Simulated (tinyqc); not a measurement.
CCSD on RHF in the 6-31g basis, for H2, spin multiplicity 1, step by step. One step of it, computed by the program tinyqc.

Question. CCSD: starting amplitudes. t_ij^ab = <ij||ab> / (e_i + e_j - e_a - e_b), whose energy is MP2.

orbital energies (hartree): [-0.550751, 0.194031, 0.856047, 1.232145]

Two-electron integrals over orbitals (pq|rs), unique and non-zero (hartree):
```
(11|11) 0.595753    (21|21) 0.097280    (22|11) 0.438480    (22|22) 0.394830
(31|11) 0.146522    (31|22) 0.061459    (31|31) 0.100186    (32|21) -0.002876
(32|32) 0.034714    (33|11) 0.514406    (33|22) 0.393402    (33|31) 0.119340
(33|33) 0.468614    (41|21) -0.081092   (41|32) -0.038971   (41|41) 0.120584
(42|11) -0.140603   (42|22) -0.065571   (42|31) -0.079122   (42|33) -0.111159
(42|42) 0.077398    (43|21) -0.106014   (43|32) -0.022071   (43|41) 0.125904
(43|43) 0.156045    (44|11) 0.602329    (44|22) 0.446863    (44|31) 0.182535
(44|33) 0.539479    (44|42) -0.166090   (44|44) 0.670146
```

Give: Starting amplitudes; correlation energy.

Answer.

Starting amplitudes (spin orbitals 1a, 1b, ...; amplitudes related by a flip of all spins are not repeated):
```
from      to        t
1a 1b  2a 2b  -0.0653
1a 1b  3a 3b  -0.0356
1a 1b  4a 4b  -0.0338
1a 1b  2a 4b   0.0321
```

correlation energy = -0.019201 hartree
